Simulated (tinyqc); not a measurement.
Plane-wave Kohn-Sham cycle with exchange-only LDA in a layered model solid, step by step. One step of it, computed by the program tinyqc.

Question. Iteration 1: Hamiltonian at one k. H(m,m') = (k + G_m)^2/2 delta + V(G_m - G_m'), with V(-G) = V(G).

A solid whose potential varies along x alone (atomic units):
```
parameter,value
period a,10.600000
cross-section of the cell,10.000000
electrons per cell,4
grid points,16
"plane waves -n..n, n",2
k points,2
V1 in V1 cos(2 pi x/a),-0.390000
V2 in V2 cos(4 pi x/a),-0.270000
```

V(G_m), m = 0, 1, 2, ... (hartree): -0.330300  -0.195000  -0.135000  0.000000  0.000000

k = 0.250000 2 pi / a

Give: H.

Answer.

H (hartree), lower triangle:
```
,-2,-1,+0,+1,+2
-2,0.208
-1,-0.195,-0.231
+0,-0.135,-0.195,-0.319
+1,0.000,-0.135,-0.195,-0.056
+2,0.000,0.000,-0.135,-0.195,0.559
```
